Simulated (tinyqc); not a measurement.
Tight binding, dimerised chain, step by step. Computed by tinyqc, a small Python program that keeps every step. Settings: t1 = 1.46, t2 = 0.75, delta = 0, points = 6, cells = 3. Command: `OMP_NUM_THREADS=1 python tinyqc.py 20609 20610 out.jsonl` (the two numbers bound the seeds that draw the settings). One thread of a shared host (Intel(R) Xeon(R) Processor @ 2.60GHz), about 0.01 s of CPU time with the checks.

## Bloch Hamiltonian at k

Parameters chosen for this model:
```
parameter,value,unit
t1,1.460000,"eV, inside the cell"
t2,0.750000,"eV, between cells"
delta,0,"eV, +/- on the two sites"
```

k point k (2 pi / a): 0.130000

H_AA = +delta, H_BB = -delta, H_AB = -t1 - t2 exp(-i k a).

H(k) at k (eV):
```
,A,B
A,0.000000,-1.973410+0.546726i
B,-1.973410-0.546726i,0.000000
```

## Levels at k

Diagonalise the Hermitian matrix.

eigenvalues (eV): -2.047745  2.047745

weights |c|^2 of the basis functions:
```
,band 1,band 2
A,0.500000,0.500000
B,0.500000,0.500000
```

## Bloch Hamiltonian at X

k point X (2 pi / a): 0.500000

As before.

H(k) at X (eV):
```
,A,B
A,0.000000,-0.710000
B,-0.710000,0.000000
```

## Levels at X

As before.

eigenvalues (eV): -0.710000  0.710000

weights |c|^2 of the basis functions:
```
,band 1,band 2
A,0.500000,0.500000
B,0.500000,0.500000
```

## Bands along a path

The same steps at evenly spaced points between the labelled ones.

Bands along the path (eV):
```
k,band 1,band 2
G,-2.210000,2.210000
G-X 0.33,-1.946561,1.946561
G-X 0.67,-1.264555,1.264555
X,-0.710000,0.710000
```

With 1 band(s) filled, the highest filled level on these points lies at X and the lowest empty one at X: a gap of 1.4200 eV, direct.

## Berry (Zak) phase of the lower band

On 6 points k_j = j/N: phase = -Im ln of the product of <u_j|u_(j+1)>, closed with u_N = u_0 (the cell-periodic part is taken without the site positions). Single arguments depend on the phases chosen for the u_j; only their sum modulo 2 pi does not.

Overlaps:
```
j,|<u_j|u_j+1>|,argument (rad)
0,0.985568,-0.170100
1,0.995043,0.439807
2,0.963849,-0.269708
3,0.963849,-0.269708
4,0.995043,0.439807
5,0.985568,-0.170100
```

phase / pi, folded into (-1, 1] = 0.000000

## Open chain of 3 cells

H of the open chain (eV), lower triangle:
```
,1,2,3,4,5,6
1,0.000000
2,-1.460000,0.000000
3,0.000000,-0.750000,0.000000
4,0.000000,0.000000,-1.460000,0.000000
5,0.000000,0.000000,0.000000,-0.750000,0.000000
6,0.000000,0.000000,0.000000,0.000000,-1.460000,0.000000
```

The same hoppings without the wrap-around bond.

levels (eV): -2.032126  -1.556220  -0.984095  0.984095  1.556220  2.032126

weights of the highest filled level on the sites: 0.193597  0.087956  0.218447  0.218447  0.087956  0.193597

The bulk gap runs from -0.7100 to 0.7100 eV; no level of this chain lies inside it.
